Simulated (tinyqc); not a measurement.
Quantum-well laser, gain and threshold: one step of the calculation.

One electron and one heavy-hole subband per well, parabolic, with equal sheet densities n of electrons and holes; k-conserving transitions, TE polarisation, no line broadening, so the gain starts as a step at E0 and peaks there. All wells are pumped alike.

Task. Threshold density by Newton steps. fe = 1 - exp(-n/Nc) and fh = 1 - exp(-n/Nv) are the fillings of the two band edges; f = g0 (fe + fh - 1) - gth; f' = g0 [(1 - fe)/Nc + (1 - fh)/Nv]; n(new) = n - f/f'.

n at the start = 1.2e12 cm^-2
Nc = 4.4320972e11 cm^-2
Nv = 3.1152435e12 cm^-2
g0(E0) = 12991.497 1/cm
gth = 1716.1111 1/cm

Find: fe; fh; f; f'; n after iteration 1.

Result.

fe = 0.93330
fh = 0.31969
f = 1570.5 1/cm
f' = 4.7923e-9 cm
n after iteration 1 = 8.7228e11 cm^-2

Program tinyqc, `OMP_NUM_THREADS=1 python tinyqc.py 2840026 2840027 out.jsonl`; Intel Xeon 2.30GHz, shared host, one thread, about 0.01 s.
